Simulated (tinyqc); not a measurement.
Three-level Kane dispersion of a narrow-gap semiconductor: one step. Fermi level and mass at a given density. Three cases, with inputs chosen for the exercise.

Task: Compare EF - Ec with the parabolic value c kF^2/m0*.

Zero of energy at Gamma8, c = hbar^2/2m0, P^2 = Ep c. The free-electron term and remote bands are left out, so the heavy holes are flat at E = 0 and the other three bands obey E (E - Eg)(E + Dso) = P^2 k^2 (E + 2 Dso/3). The conduction band is the highest root; its edge is Ec = max(Eg, 0).

Degenerate electrons at T = 0: kF = (3 pi^2 n)^(1/3), 1 cm^-3 = 1e-24 angstrom^-3; EF is the highest root at kF. The momentum (cyclotron, optical) mass is m(E) = hbar^2 k/(dE/dk) = c d(k^2)/dE with d(k^2)/dE = k^2 [1/E + 1/(E - Eg) + 1/(E + Dso) - 1/(E + 2 Dso/3)]; the density of states is k d(k^2)/dE/(2 pi^2).

Edge mass m0* = Eg (Eg + Dso)/(Ep (Eg + 2 Dso/3)).
Constants: hbar^2/2m0 = 3.80998211 eV angstrom^2.

Case 1.

Values chosen (a narrow-gap II-VI alloy; shifted at random, so the results belong to these values and not to a real crystal): Eg = 0.277 eV (E(Gamma6) - E(Gamma8)); Dso = 1.03 eV (spin-orbit splitting); Ep = 18.3 eV (Kane energy); n = 4.2e+17 cm^-3 (electron density).

Case 2.

Values chosen (a narrow-gap II-VI alloy; shifted at random, so the results belong to these values and not to a real crystal): Eg = 0.169 eV (E(Gamma6) - E(Gamma8)); Dso = 1.02 eV (spin-orbit splitting); Ep = 19.9 eV (Kane energy); n = 3.5e+16 cm^-3 (electron density).

Case 3.

Values chosen (a narrow-gap II-VI alloy; shifted at random, so the results belong to these values and not to a real crystal): Eg = 0.197 eV (E(Gamma6) - E(Gamma8)); Dso = 0.99 eV (spin-orbit splitting); Ep = 18.9 eV (Kane energy); n = 2.1e+17 cm^-3 (electron density).

Give: kF; EF - Ec; parabolic value; m(EF); m(EF)/m0*; density of states at EF.

Result:

Case 1.

kF = 0.02317 1/angstrom
EF - Ec = 0.0791 eV
parabolic value = 0.0996 eV
m(EF) = 0.03112 m0
m(EF)/m0* = 1.516
density of states at EF = 9.587e+18 1/(eV cm^3)

The parabola overstates EF - Ec by a factor of 1.26; (EF - Ec)/|Eg| = 0.29, and the two-level rule 1 + 2 (EF - Ec)/|Eg| = 1.571 estimates the mass ratio.

Case 2.

kF = 0.01012 1/angstrom
EF - Ec = 0.0284 eV
parabolic value = 0.0328 eV
m(EF) = 0.01561 m0
m(EF)/m0* = 1.313
density of states at EF = 2.101e+18 1/(eV cm^3)

The parabola overstates EF - Ec by a factor of 1.16; (EF - Ec)/|Eg| = 0.17, and the two-level rule 1 + 2 (EF - Ec)/|Eg| = 1.336 estimates the mass ratio.

Case 3.

kF = 0.01839 1/angstrom
EF - Ec = 0.0678 eV
parabolic value = 0.0892 eV
m(EF) = 0.02351 m0
m(EF)/m0* = 1.628
density of states at EF = 5.748e+18 1/(eV cm^3)

The parabola overstates EF - Ec by a factor of 1.32; (EF - Ec)/|Eg| = 0.34, and the two-level rule 1 + 2 (EF - Ec)/|Eg| = 1.688 estimates the mass ratio.

Computed by tinyqc, one run a case: `OMP_NUM_THREADS=1 python tinyqc.py N N+1 out.jsonl` with N = 1050101, 1050258, 1050302; one thread of a shared Intel(R) Xeon(R) Processor @ 2.30GHz, about 0.01 s a run at most.
